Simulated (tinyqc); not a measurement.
Bias-temperature instability from a Gaussian distribution of capture and emission barriers: one step, computed by the program tinyqc.

Each trap has a capture time tau_0 exp(E_c/(k_B T)) under stress and an emission time tau_0 exp(E_e/(k_B T)) after it. E_c is Gaussian, and E_e = E_c + d with d Gaussian and independent. A trap counts as filled once t_s exceeds its capture time and as emptied once t_r exceeds its emission time.

Problem. Lifetime. Demarcation energies E_s = k_B T ln(t_s/tau_0), E_r = k_B T ln(t_r/tau_0); mean barrier mu = mu_c - k_F F; z = (E_s - mu)/sigma_c; Phi is the standard normal distribution. Temperatures in kelvin are T(C) + 273.15. Solve V_max Phi(z) = criterion for t_s; the power-law extrapolation from the stress point is t_s (criterion/dV0)^(1/n); 1 year = 3.15576e7 s.

Inputs (values chosen for the exercise, for a model p-channel transistor): shift with all traps filled V_max = 270 mV; spread of capture barriers sigma_c = 0.2 eV; time constant tau_0 = 4e-11 s; temperature T = 125 C; stress time t_s = 30000 s; failure criterion = 30 mV.

mean barrier mu = 1.7561 eV

shift without recovery dV0 = 0.4962040 mV

time exponent n = 0.5480503

Constants: k_B = 8.617333262e-05 eV/K.

Give: log10 of the lifetime in s; log10 of the power-law estimate in s.

Solution.

log10 of the lifetime in s = 8.7406

log10 of the power-law estimate in s = 7.7277

The power law gives a time shorter by 1.01 decades, since n falls as traps fill; ten years is log10 = 8.50.
